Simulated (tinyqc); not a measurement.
From resistivity rho back to bulk mean free path lambda: size effects in the resistivity of thin metal films and interconnect lines. Computed by tinyqc, a small Python program. Command: `OMP_NUM_THREADS=1 python tinyqc.py 3013279 3013280 out.jsonl size inv`. One thread of a shared host (Intel(R) Xeon(R) Processor @ 2.30GHz), about 0.01 s of CPU time with the checks.

Electrons lose their drift at surfaces (a share 1 - p of the hits) and at grain boundaries (reflection R), besides bulk scattering. The line sits in a trench with a non-conducting liner on both walls and the bottom; the spacing equals the drawn width.

Inputs (values chosen for the exercise, modelled on aluminium):
```
quantity                          value         unit
bulk resistivity rho_b             2.71  microohm cm
specularity p                      0.12            -
grain-boundary reflection R        0.25            -
drawn line width w                   12           nm
grain size over metal width        0.75            -
aspect ratio (height over width)    2.9            -
liner thickness t                   0.7           nm
line length                         200   micrometre
permittivity of the dielectric k      4            -
```

Geometry: line.

Constants: eps_0 = 8.8541878128e-12 F/m.

Method:
- Metal width w_m = w - 2t, height h_m = (aspect ratio) w - t, grain size D = (ratio) w_m.
- Mayadas-Shatzkes: alpha = (lambda/D) R/(1 - R); rho_b/rho = 1 - 3 alpha/2 + 3 alpha^2 - 3 alpha^3 ln(1 + 1/alpha).
- Fuchs-Sondheimer film: rho_b/rho = 1 - (3/(2 kappa))(1 - p) int_0^1 (s - s^3)(1 - exp(-kappa/s))/(1 - p exp(-kappa/s)) ds, f = rho/rho_b, kappa = thickness/lambda, 80 Gauss-Legendre points.
- Line: the excess of a film of thickness w_m and of a film of thickness h_m are added, rho/rho_b = 1 + (f(w_m) - 1) + (f(h_m) - 1), an estimate that holds best when both sides exceed lambda.
- Total: rho = rho_b [1 + surface excess + grain excess]; resistance per length rho/(w_m h_m); capacitance per length C = 2 k eps_0 (aspect ratio + 1/2), a parallel-plate estimate for two neighbours plus a fixed term for the planes above and below; delay 0.38 R C L^2; effective resistivity per drawn area.

Question. A run gave the result below. Find the bulk mean free path lambda, known to lie between 15 and 21 nm.

resistivity rho = 7.996268 microohm cm

Answer.

Each step takes the trial c = (a f_b - b f_a)/(f_b - f_a), f being the result less the target and a, b, c the logarithms of the listed values; c replaces end b, the old b replaces a if the sign of f changed, and otherwise f_a is halved.

Scan of the range:
```
bulk mean free path lambda (nm)  resistivity rho (microohm cm)
15.0                                                   7.04765
15.9                                                   7.30434
16.8                                                   7.56023
17.7                                                   7.81533
18.8                                                   8.12608
19.9                                                   8.43570
21.0                                                   8.74422
```

False position (Illinois rule, in the logarithm of the input) inside the bracket:
```
step    end a    end b    trial  resistivity rho (microohm cm)
1     17.7000  18.8000  18.3324                        7.99413
2     18.8000  18.3324  18.3399                        7.99624
3     18.8000  18.3399  18.3401                        7.99629
4     18.3399  18.3401  18.3400                        7.99627
```

Resistivity rho rises at every point of a 13-point scan of the range (every second point is shown), so one value fits; it is bracketed by 17.7 and 18.8. Answer: bulk mean free path lambda = 18.34 nm.
